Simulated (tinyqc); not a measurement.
Inside a calculation. Method: FCI on RHF in the sto-6g basis, for Li+, spin multiplicity 1. One step of it, computed by the program tinyqc.

Task: FCI: determinants and Hamiltonian. Slater-Condon rules over spin orbitals, with the nuclear repulsion added and E(HF) subtracted on the diagonal. Only determinants linked to the reference directly or through others are kept (one block of an abelian symmetry group), so some states are absent.

one-electron integrals over orbitals h = C^T H C (hartree):
```
           1          2          3          4          5
1  -4.444569   0.182217   0.000000   0.000000   0.000000
2   0.182217  -0.956766   0.000000   0.000000   0.000000
3   0.000000   0.000000  -0.879985   0.000000   0.000000
4   0.000000   0.000000   0.000000  -0.879985   0.000000
5   0.000000   0.000000   0.000000   0.000000  -0.879985
```

Two-electron integrals over orbitals (pq|rs), unique and non-zero (hartree):
```
(11|11) 1.667805    (21|11) -0.182217   (21|21) 0.031344    (22|11) 0.404780
(22|21) -0.009899   (22|22) 0.283189    (31|31) 0.009946    (32|31) 0.013403
(32|32) 0.060943    (33|11) 0.397011    (33|21) -0.005643   (33|22) 0.286209
(33|33) 0.313125    (41|41) 0.009946    (42|41) 0.013403    (42|42) 0.060943
(43|43) 0.016875    (44|11) 0.397011    (44|21) -0.005643   (44|22) 0.286209
(44|33) 0.279374    (44|44) 0.313125    (51|51) 0.009946    (52|51) 0.013403
(52|52) 0.060943    (53|53) 0.016875    (54|54) 0.016875    (55|11) 0.397011
(55|21) -0.005643   (55|22) 0.286209    (55|33) 0.279374    (55|44) 0.279374
(55|55) 0.313125
```

nuclear repulsion = 0 hartree

Hartree-Fock energy = -7.22133373 hartree

Give: determinants; H - E(HF) between determinants.

Result:

Occupation strings over the orbitals (2 doubly, a alpha, b beta, 0 empty; spin orbitals ordered 1a 1b 2a 2b ...): 20000 ab000 ba000 02000 00200 00020 00002

H - E(HF) between determinants (hartree):
```
        20000    ab000    ba000    02000    00200    00020    00002
20000  0.0000   0.0000   0.0000   0.0313   0.0099   0.0099   0.0099
ab000  0.0000   2.2248  -0.0313   0.1723   0.0134   0.0134   0.0134
ba000  0.0000  -0.0313   2.2248  -0.1723  -0.0134  -0.0134  -0.0134
02000  0.0313   0.1723  -0.1723   5.5910   0.0609   0.0609   0.0609
00200  0.0099   0.0134  -0.0134   0.0609   5.7745   0.0169   0.0169
00020  0.0099   0.0134  -0.0134   0.0609   0.0169   5.7745   0.0169
00002  0.0099   0.0134  -0.0134   0.0609   0.0169   0.0169   5.7745
```
